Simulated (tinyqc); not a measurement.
Levels against anisotropy: donor in an ellipsoidal valley (Kohn-Luttinger variational method). Computed by tinyqc, a small Python program. Command: `OMP_NUM_THREADS=1 python tinyqc.py 3025503 3025504 out.jsonl kohnlutt walk`. One thread of a shared host (Intel(R) Xeon(R) Processor @ 2.30GHz), about 0.03 s of CPU time with the checks.

H = -(d^2/dx^2 + d^2/dy^2) - gamma d^2/dz^2 - 2/r in units built on m_t, with gamma = m_t/m_l and z along the valley axis. One valley; no valley-orbit or central-cell term.

Inputs (values chosen for the exercise, for a model semiconductor): transverse mass m_t = 0.233 m_0; longitudinal mass m_l = 2.2 m_0; dielectric constant eps = 5.29.

Constants: Ry = 13.605693123 eV; a_0 = 0.529177210903 angstrom.

Method:
- Ry* = Ry m_t/eps^2, a* = a_0 eps/m_t, gamma = m_t/m_l.
- Trial function exp(-sqrt((x^2 + y^2)/a^2 + z^2/b^2)) with beta = b/a < 1: E = t/a^2 - u/a, t = (2 + gamma/beta^2)/3, u = 2 arcsin(sqrt(1 - beta^2))/sqrt(1 - beta^2); the best a is 2 t/u and E(beta) = -u^2/(4 t).
- The trial energy is minimised over beta by golden section from 0.05 to 0.999, 60 steps.
- Gaussian basis: g = P exp(-al (x^2 + y^2) - be z^2) with P = 1 (s-like), z (2p0) or x (2p+-); al = 0.004 x 2.6^k, k = 0..11, and be/al = 1, gamma^(-1/2) or 1/gamma (36 functions); 1/r = (2/sqrt(pi)) int exp(-t^2 r^2) dt by 48 Gauss-Legendre points after t = sqrt(al_i + al_j) tan(theta); overlap eigenvalues below 1e-10 are dropped.

gamma = 0.105909

Binding energies (Ry*):
```
gamma  1s, trial  1s, Gaussians     2p0     2p+-
0.026     2.3125         2.3316  1.2633  0.38450
0.053     2.0690         2.0801  1.0035  0.36680
0.110     1.8034         1.8085  0.7605  0.34431
0.160     1.6635         1.6666  0.6486  0.33100
0.230     1.5275         1.5292  0.5496  0.31697
0.480     1.2558         1.2562  0.3793  0.28527
0.800     1.0755         1.0755  0.2852  0.26103
```

As gamma falls from 0.8 to 0.026, 1s deepens from 1.076 to 2.332 Ry*, on the way from the hydrogen value 1 to the two-dimensional limit 4; 2p+- moves from 0.261 to 0.385 (limits 1/4 and 4/9), while 2p0 climbs from 0.285 to 1.263 and joins 1s as gamma tends to 0. Near gamma = 1 the trial function is almost exact and can pass the Gaussian basis, whose own error is about 3e-5 Ry*.

Extremes, crossings and ranges named in words are read from the listed rows.
